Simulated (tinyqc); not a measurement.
Inside a calculation. Method: one-electron ion in a basis of Gaussians. Computed by tinyqc, a small Python program that keeps every step. Settings: Z = 2, l = 2. Command: `OMP_NUM_THREADS=1 python tinyqc.py 28531 28532 out.jsonl` (the two numbers bound the seeds that draw the settings). One thread of a shared host (Intel(R) Xeon(R) Processor @ 2.60GHz), about 0.01 s of CPU time with the checks.

## Matrices over normalised Gaussians

exponents of r^l exp(-a r^2) (1/bohr^2): [0.012560, 0.055410, 0.244300, 1.078000]

Z = 2

l = 2

With p = a_i + a_j and I(k) = Gamma((k+1)/2) / (2 p^((k+1)/2)): S = I(2l+2), T = (2l+3) a_i a_j S / p, V = -Z I(2l+1), each divided by sqrt(S_ii S_jj).

S:
$$\begin{pmatrix}
1.000000 & 0.412103 & 0.052694 & 0.004489 \\
0.412103 & 1.000000 & 0.412378 & 0.052676 \\
0.052694 & 0.412378 & 1.000000 & 0.412002 \\
0.004489 & 0.052676 & 0.412002 & 1.000000
\end{pmatrix}$$

T (hartree):
$$\begin{pmatrix}
0.043960 & 0.029537 & 0.004406 & 0.000390 \\
0.029537 & 0.193935 & 0.130378 & 0.019433 \\
0.004406 & 0.130378 & 0.855050 & 0.574393 \\
0.000390 & 0.019433 & 0.574393 & 3.773000
\end{pmatrix}$$

V (hartree):
$$\begin{pmatrix}
-0.190763 & -0.129315 & -0.032144 & -0.005642 \\
-0.129315 & -0.400676 & -0.271726 & -0.067498 \\
-0.032144 & -0.271726 & -0.841319 & -0.570227 \\
-0.005642 & -0.067498 & -0.570227 & -1.767291
\end{pmatrix}$$

## Generalised eigenproblem

H = T + V (hartree):
$$\begin{pmatrix}
-0.146803 & -0.099778 & -0.027737 & -0.005252 \\
-0.099778 & -0.206741 & -0.141347 & -0.048065 \\
-0.027737 & -0.141347 & 0.013731 & 0.004166 \\
-0.005252 & -0.048065 & 0.004166 & 2.005709
\end{pmatrix}$$

Solve H C = S C e through S^(-1/2); each column has its largest component positive (the first on a tie).

eigenvalues of S: [0.378362, 0.700916, 1.204771, 1.715952]

eigenvalues (hartree): [-0.220016, -0.122287, 0.142423, 2.471095]

coefficients:
$$\begin{pmatrix}
0.146636 & 1.063559 & 0.276397 & -0.052099 \\
0.839833 & -0.465781 & -0.744430 & 0.182117 \\
0.189571 & -0.143609 & 1.077373 & -0.540528 \\
0.005969 & -0.003079 & 0.010193 & 1.109722
\end{pmatrix}$$

For Z = 2 and l = 2 the exact lowest level is -Z^2/(2 n^2) with n = l + 1: -0.222222 hartree.
